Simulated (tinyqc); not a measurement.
Finnis-Sinclair potential for a bcc metal: fit to cohesion and elasticity, then vacancy, surfaces and structure: one step, computed by the program tinyqc.

E = (1/2) sum V(r) - A sqrt(rho), rho = sum phi(r), phi = (r - d)^2 for r < d, V = (r - c)^2 (c0 + c1 r + c2 r^2) for r < c. In bcc the 8 first neighbours lie at sqrt(3) a/2 and the 6 second at a; both cut-offs lie below the third shell; Omega = a^3/2; E is per atom and z the number of atoms in a shell. The four constants A, c0, c1, c2 are fitted to E_c, zero pressure, B and C12 - C44 alone, so C44 and C11 - C12 are not matched singly; defects are unrelaxed.

Task: Unrelaxed vacancy. E_v = -A sum_shells z [sqrt(rho - phi(r)) - sqrt(rho)] - (1/2) sum z V(r): the neighbours lose one bond each, and the atom is put back in the bulk.

Inputs (values chosen for the exercise, modelled on tantalum):
```
quantity             value      unit
lattice constant a   3.306  angstrom
cohesive energy E_c   8.15        eV
density cut-off d/a  1.226         -
pair cut-off c/a     1.259         -
```

c0, c1, c2 (eV/angstrom^2, eV/angstrom^3, eV/angstrom^4): 0.1081993  0.8699352  -0.2868898

A = 2.475825 eV/angstrom

rho = 14.67970 angstrom^2

Give: V at the two shells; phi at the two shells; vacancy energy E_v; E_v/E_c.

Result:

V at the two shells (eV): 0.41722  -0.11100

phi at the two shells (angstrom^2): 1.4163  0.5582

vacancy energy E_v = 3.5104 eV

E_v/E_c = 0.43072

A pair potential would give E_v = E_c; the square root lowers the ratio to 0.43.
